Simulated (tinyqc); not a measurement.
## Metal gate on a two-layer dielectric stack with fixed charge and a dipole: flat band against the thickness t1

Gate, layer 2, layer 1, p-type semiconductor; x runs from the gate inwards. Charges are counted in units of +q. psi is the band bending at the surface, positive towards inversion. Classical charge, Boltzmann statistics, no interface traps.

EOT = 3.9 (t1/e1 + t2/e2), Cox = eps0/(t1/e1 + t2/e2); phi_ms = pM - (chi + Eg - Vt ln(Nv/Na)). Vfb = phi_ms + Vd - (q/eps0) [Q1 (t1/e1 + t2/e2) + Q2 t2/e2 + r1 (t1^2/(2 e1) + t1 t2/e2) + r2 t2^2/(2 e2)]: each charge counts with its electrical distance from the gate. ni = sqrt(Nc Nv) exp(-Eg/(2 Vt)), Eg in volts, pB = Vt ln(Na/ni), Vth = Vfb + 2 pB + sqrt(4 q eps0 eps_r Na pB)/Cox.

Values chosen for this exercise; band and dielectric values close to those of silicon, layer 1 close to silicon dioxide, layer 2 close to aluminium oxide: temperature T = 300 K; band gap Eg = 1.1 eV; relative permittivity eps_r = 11.8; conduction-band density of states at T Nc = 2.76e19 cm^-3; valence-band density of states at T Nv = 2.64e19 cm^-3; electron affinity chi = 4.03 eV; acceptor density Na = 5.6e17 cm^-3; work function of the gate metal pM = 4.35 eV; relative permittivity of layer 1 e1 = 4.04; thickness of layer 2, next to the gate t2 = 2.8 nm; relative permittivity of layer 2 e2 = 9.19; fixed charge at the semiconductor interface Q1 = 4.2e11 cm^-2; fixed charge between the layers Q2 = -1.5e12 cm^-2; uniform charge density in layer 1 r1 = 0 cm^-3; uniform charge density in layer 2 r2 = 0 cm^-3; flat-band shift by a dipole layer between the layers Vd = 0.4 V.

Constants: q = 1.602176634e-19 C, kB = 1.380649e-23 J/K, Vt = kB T/q, eps0 = 8.8541878128e-14 F/cm where lengths are in cm. Results are converted to the units shown.

Flat band against the thickness t1:
```
t1 (nm)	EOT (nm)	Vfb (V)	Vth (V)
0.5	1.6709	-0.23025	0.86810
0.9	2.0571	-0.23778	0.90650
1.2	2.3467	-0.24342	0.93530
1.6	2.7328	-0.25094	0.97370
1.9	3.0224	-0.25659	1.0025
2.3	3.4085	-0.26411	1.0409
2.6	3.6981	-0.26976	1.0697
3	4.0843	-0.27728	1.1081
```

Read the table: what changes, and by how much?

Vfb falls from -0.230 to -0.277 V and Vth rises from 0.868 to 1.11 V. The slope dVfb/dEOT is -19.5 mV/nm between the first two rows and -19.5 between the last two: a straight line, set by the charge below the growing layer, which reads as 4.20e11 cm^-2. A line through the end rows meets EOT = 0 at -0.198 V, against phi_ms + Vd = -0.280 V; an effective work function read from it is off by 483 mV from pM.

Computed by the program tinyqc: `OMP_NUM_THREADS=1 python tinyqc.py 2010162 2010163 out.jsonl`, one thread of a shared Intel Xeon 2.30GHz, about 0.01 s for the whole run.
